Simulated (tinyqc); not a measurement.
Inside a calculation. Method: Hubbard chain of 5 sites. One step of it, computed by the program tinyqc.

Problem. Mean-field iteration 2. H(up) = T + U n(down), H(down) = T + U n(up); fill the lowest levels; n(new) = n + mixing (n(out) - n); E = tr T (rho up + rho down) + U sum n_up n_down of the output.

one-body matrix (hopping and site energies) (eV), order 1, 2, 3, 4, 5:
```
[[0.000000, -0.800000, 0.000000, 0.000000, 0.000000],
 [-0.800000, 0.000000, -0.800000, 0.000000, 0.000000],
 [0.000000, -0.800000, 0.000000, -0.800000, 0.000000],
 [0.000000, 0.000000, -0.800000, 0.000000, -0.800000],
 [0.000000, 0.000000, 0.000000, -0.800000, 0.000000]]
```

U = 10.700000 eV

electrons, up and down: [4, 4]

mixing = 0.500000

n(up) after iteration 1: [0.997040, 0.433879, 0.988162, 0.433879, 0.997040]

n(down) after iteration 1: [0.594626, 0.991121, 0.353505, 0.991121, 0.594626]

Give: levels, up; levels, down; energy; n(up) after iteration 2; n(down) after iteration 2.

Solution.

levels, up (eV): [3.594, 6.217, 6.232, 10.751, 10.925]

levels, down (eV): [4.336, 4.538, 10.630, 10.773, 10.918]

energy = 31.352 eV

n(up) after iteration 2: [0.991, 0.480, 0.982, 0.480, 0.991]

n(down) after iteration 2: [0.681, 0.984, 0.432, 0.984, 0.681]
